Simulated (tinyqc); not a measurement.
## Thermionic emission over a Gaussian spread of barriers: effect of temperature

Metal on an n-type semiconductor with one parabolic valley; V > 0 is forward bias (metal positive). Patches of barrier height b are spread as a Gaussian with mean phi - r2 V and variance sg^2 + r3 V; each carries A* T^2 exp(-b/Vt) [exp(V/Vt) - 1].

A* = 4 pi q me m0 kB^2/h^3 (times 1e-4 for A/(cm^2 K^2)). The mean of exp(-b/Vt) gives the apparent barrier phi_ap(V) = phi - r2 V - (sg^2 + r3 V)/(2 Vt), J = A* T^2 exp(-phi_ap/Vt) [exp(V/Vt) - 1], and 1/n = 1 + r2 + r3/(2 Vt). J0 = A* T^2 exp(-phi_ap(0)/Vt); the current at zero bias is centred on b = phi - sg^2/Vt.

Values chosen for this exercise; band and dielectric values those of a made-up semiconductor:
```
symbol,value,unit,meaning
me,0.0888,m0,electron mass
phi,0.98,eV,barrier height seen from the metal
sg,0.053,eV,standard deviation of the barrier heights
r2,-0.048,,"shift of the mean barrier per volt, with its sign reversed (rho2)"
r3,-0.002,V,change of sg^2 per volt (rho3)
```

Constants: q = 1.602176634e-19 C, kB = 1.380649e-23 J/K, h = 6.62607015e-34 J s, m0 = 9.1093837015e-31 kg, Vt = kB T/q. Results are converted to the units shown.

Results:

| T (K) | phi_ap(0) (eV) | n | J0 (A/cm^2) | barrier that carries most current (eV) |
|---|---|---|---|---|
| 100 | 0.8170 | 1.196 | 7.120e-37 | 0.6540 |
| 140 | 0.8636 | 1.151 | 1.710e-26 | 0.7472 |
| 180 | 0.8895 | 1.127 | 4.317e-20 | 0.7989 |
| 220 | 0.9059 | 1.112 | 9.126e-16 | 0.8318 |
| 300 | 0.9257 | 1.095 | 2.703e-10 | 0.8713 |
| 350 | 0.9334 | 1.088 | 4.737e-8 | 0.8869 |
| 400 | 0.9393 | 1.083 | 2.502e-6 | 0.8985 |

Estimate the missing row, T = 260 K.

Computed row:

| T (K) | phi_ap(0) (eV) | n | J0 (A/cm^2) | barrier that carries most current (eV) |
|---|---|---|---|---|
| 260 | 0.9173 | 1.102 | 1.194e-12 | 0.8546 |

With this row back in the table: The apparent barrier rises from 0.817 to 0.939 eV and n falls from 1.20 to 1.08. A Richardson plot, ln(J0/T^2) against 1/Vt, has the slope -0.701 eV between the first two rows and -0.893 eV between the last two, against phi = 0.98 eV: the plot bends, because cold electrons seek the low patches. In 3 of the 8 rows sg exceeds 3 Vt, so the current comes from more than three deviations below the mean, a tiny share of the area that a Gaussian of independent patches describes poorly.

Computed by the program tinyqc: `OMP_NUM_THREADS=1 python tinyqc.py 2640070 2640071 out.jsonl`, one thread of a shared Intel Xeon 2.30GHz, about 0.01 s for the whole run.
